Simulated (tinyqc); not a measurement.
Worked calculation: LDA (VWN5) atom on a uniform radial grid, spin-unpolarised, for He. Computed by tinyqc, a small Python program that keeps every step. Settings: Z = 2, points = 64, R = 13.5, functional = lda,vwn, mixing = 0.2, iteration cap = 54. Command: `OMP_NUM_THREADS=1 python tinyqc.py 22139 22140 out.jsonl` (the two numbers bound the seeds that draw the settings). One thread of a shared host (Intel(R) Xeon(R) Processor @ 2.60GHz), about 0.06 s of CPU time with the checks.

Spherical atom on a uniform radial grid r_j = j h with h = R/(N + 1), h sum u^2 = 1 and integrals as h times sums, u(0) = u(R) = 0 (atomic units):
```
parameter            value
Z                        2
points N                64
R                13.500000
h                 0.207692
mixing            0.200000
electrons in 1s          2
```

Three-point differences turn -u''/2 + [l(l+1)/2r^2 - Z/r + V] u = e u into a tridiagonal matrix (diagonal 1/h^2 + potential, off-diagonal -1/2h^2). D = sum f u^2; the Hartree potential y/r solves y'' = -D/r with y(0) = 0, y(R) = N_e; v_xc comes from rho = D/(4 pi r^2); E = sum f e - int D V + int D (V_H/2 + eps_xc); V(new) = V + mixing (V_H + v_xc - V).

Stop when input and output potentials agree to 1e-7.

Course of the cycle (hartree):
```
iteration            E      e(1s)  largest |V(out) - V(in)|
1          -2.54771966  -1.920454                  2.35e+00
2          -2.60616878  -1.585172                  1.77e+00
3          -2.64363697  -1.331496                  1.33e+00
4          -2.66695777  -1.139600                  9.93e-01
5          -2.68106541  -0.994422                  7.38e-01
6          -2.68937605  -0.884539                  5.46e-01
7          -2.69415657  -0.801305                  4.03e-01
8          -2.69685077  -0.738185                  2.97e-01
9          -2.69834395  -0.690251                  2.19e-01
10         -2.69916091  -0.653786                  1.64e-01
11         -2.69960385  -0.625990                  1.23e-01
...                ...        ...                       ...
44         -2.70012456  -0.532991                  4.51e-05
45         -2.70012456  -0.532984                  3.59e-05
46         -2.70012456  -0.532978                  2.86e-05
47         -2.70012456  -0.532973                  2.27e-05
48         -2.70012456  -0.532969                  1.81e-05
49         -2.70012456  -0.532967                  1.44e-05
50         -2.70012456  -0.532964                  1.15e-05
51         -2.70012456  -0.532962                  9.13e-06
52         -2.70012456  -0.532961                  7.27e-06
53         -2.70012456  -0.532960                  5.78e-06
54         -2.70012456  -0.532959                  4.60e-06
```

Can the last value be used, and what does the course show?

Not by the stop rule, although the second column moves by less than 1e-07 over the last three steps; and the uniform grid itself carries an error of order h^2 at the cusp, far above the threshold. Not converged within 54 iterations: the residual falls steadily but slowly, by a factor of about 0.80 a step. Reruns (cap 100 unless said): mixing 0.3: converged in 45; mixing 0.6: converged in 18; the original settings with a cap of 400: converged in 71. Even converged, this uniform grid resolves the cusp poorly and misses the energy of the atom.
